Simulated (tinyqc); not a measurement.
Shallow acceptor in the spherical model (Baldereschi-Lipari), strong spin-orbit limit: one step, computed by the program tinyqc. Command: `OMP_NUM_THREADS=1 python tinyqc.py 3001691 3001692 out.jsonl acceptor walk`. One thread of a shared host (Intel(R) Xeon(R) Processor @ 2.30GHz), about 0.01 s of CPU time with the checks.

The 1S(3/2) state has an s envelope f(r) and a d envelope g(r). In effective units they obey -(f'' + 2f'/r + 2f/r) + mu (g'' + 5g'/r + 3g/r^2) = E f and -(g'' + 2g'/r - 6g/r^2 + 2g/r) + mu (f'' - f'/r) = E g. The cubic term, the split-off band and the central cell are left out.

Problem. Effective units and couplings. Ry* = Ry/(gamma_1 eps^2), a* = a_0 eps gamma_1, mu = (6 gamma_3 + 4 gamma_2)/(5 gamma_1), delta = (gamma_3 - gamma_2)/gamma_1; spherical masses 1/(gamma_1 (1 - mu)) (heavy) and 1/(gamma_1 (1 + mu)) (light).

Inputs (values chosen for the exercise, modelled on germanium): Luttinger gamma_1 = 13.1; Luttinger gamma_2 = 4.3; Luttinger gamma_3 = 5.64; dielectric constant eps = 15.6.

Constants: Ry = 13.605693123 eV; a_0 = 0.529177210903 angstrom.

Give: Ry*; a*; mu; delta; heavy-hole mass; light-hole mass.

Solution.

Ry* = 4.268 meV

a* = 108.1 angstrom

mu = 0.7792

delta = 0.1023

heavy-hole mass = 0.3458 m_0

light-hole mass = 0.04290 m_0
